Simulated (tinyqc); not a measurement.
Stretching all distances: RHF, UHF, MP2, CISD and CCSD against full CI in the sto-6g basis, for BeH+, spin multiplicity 1. Computed by the program tinyqc with PySCF. 

Geometry (angstrom):

| atom | x | y | z |
|---|---|---|---|
| Be | 0.0000 | 0.0000 | 0.0000 |
| H | 0.0000 | 0.0000 | 1.2860 |

All coordinates are multiplied by the scale. c0^2 is the weight of the RHF determinant in the lowest singlet FCI state (UHF is spin-contaminated and may lie near states of higher spin) and n(LUMO) the first natural occupation beyond the occupied space.

Full CI energy (hartree) and errors against it (kcal/mol):

| scale | distance 1-2 (angstrom) | E(FCI) | RHF | UHF | MP2 | CISD | CCSD | <S^2> UHF | c0^2 | n(LUMO) |
|---|---|---|---|---|---|---|---|---|---|---|
| 0.9100 | 1.1703 | -14.830335 | 10.8848 | 10.8848 | 3.3951 | 0.0079 | 0.0063 | 0.0000 | 0.9842 | 0.0203 |
| 1.1700 | 1.5046 | -14.838137 | 16.5585 | 16.5585 | 6.0084 | 0.0147 | 0.0118 | 0.0000 | 0.9669 | 0.0503 |
| 1.4300 | 1.8390 | -14.805666 | 26.2852 | 21.2719 | 10.7430 | 0.0286 | 0.0229 | 0.4747 | 0.9268 | 0.1227 |
| 1.6900 | 2.1733 | -14.771971 | 39.5162 | 14.5934 | 17.1481 | 0.0505 | 0.0385 | 0.7868 | 0.8589 | 0.2493 |
| 1.9600 | 2.5206 | -14.747103 | 54.7947 | 7.7743 | 23.9918 | 0.0783 | 0.0543 | 0.9075 | 0.7621 | 0.4192 |
| 2.2200 | 2.8549 | -14.733470 | 68.8219 | 3.6627 | 29.2877 | 0.1047 | 0.0662 | 0.9610 | 0.6540 | 0.5887 |
| 2.4800 | 3.1893 | -14.726949 | 80.6266 | 1.5990 | 32.2215 | 0.1262 | 0.0743 | 0.9849 | 0.5541 | 0.7325 |

UHF parts from RHF first at scale 1.43 of those listed, where <S^2> leaves zero. The weight c0^2 goes from 0.98 to 0.55 and n(LUMO) from 0.02 to 0.73: static correlation grows as the bonds break into open-shell fragments. The spread of the error along the curve, which distorts its shape, is CCSD 0.1, CISD 0.1, UHF 19.7, MP2 28.8, RHF 69.7 kcal/mol.
